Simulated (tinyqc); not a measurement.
## Trap density from two Hall measurements

Problem. p-type body, charge-sheet picture, full ionisation (an idealisation for deep acceptors), Boltzmann statistics for free electrons. e = Ec - EF at the surface. psi = Eg - Vt ln(Nv/Na) - e; N_dep = sqrt(2 eps0 eps_r Na (psi - Vt)/q); n_f = sqrt(N_dep^2 + 2 eps0 eps_r Vt Nc exp(-e/Vt)/q) - N_dep; Vg = Vfb + psi + q (N_dep + n_t + n_f)/Cox, Cox = eps0 eox/tox. Find e and n_t at both points and the mean trap density between them.

Values chosen for this exercise; band and dielectric values close to those of 4H silicon carbide: temperature T = 475 K; band gap Eg = 3.27 eV; relative permittivity eps_r = 9.8; conduction-band density of states at T Nc = 3.35e19 cm^-3; valence-band density of states at T Nv = 4.9e19 cm^-3; relative permittivity of the insulator eox = 3.9; insulator thickness tox = 43 nm; acceptor density Na = 2.4e16 cm^-3; flat-band voltage without trapped charge Vfb = -2.45 V.

Constants: q = 1.602176634e-19 C, kB = 1.380649e-23 J/K, Vt = kB T/q, eps0 = 8.8541878128e-14 F/cm where lengths are in cm. Results are converted to the units shown.

Vg (V): [1.9458269, 2.2048564]
free sheet density from the Hall effect (cm^-2): [1.5561085e9, 2.3761548e10]

Solution. Each n_f fixes e; what the gate voltage holds beyond psi, N_dep and n_f is trapped; the difference quotient is the density, smeared over a few Vt.

e (eV): [0.3550, 0.2420]
n_t (cm^-2): [8.093e10, 1.141e11]
mean trap density = 2.937e11 cm^-2 eV^-1

Program tinyqc, `OMP_NUM_THREADS=1 python tinyqc.py 2222191 2222192 out.jsonl`; Intel Xeon 2.30GHz, shared host, one thread, about 0.02 s.
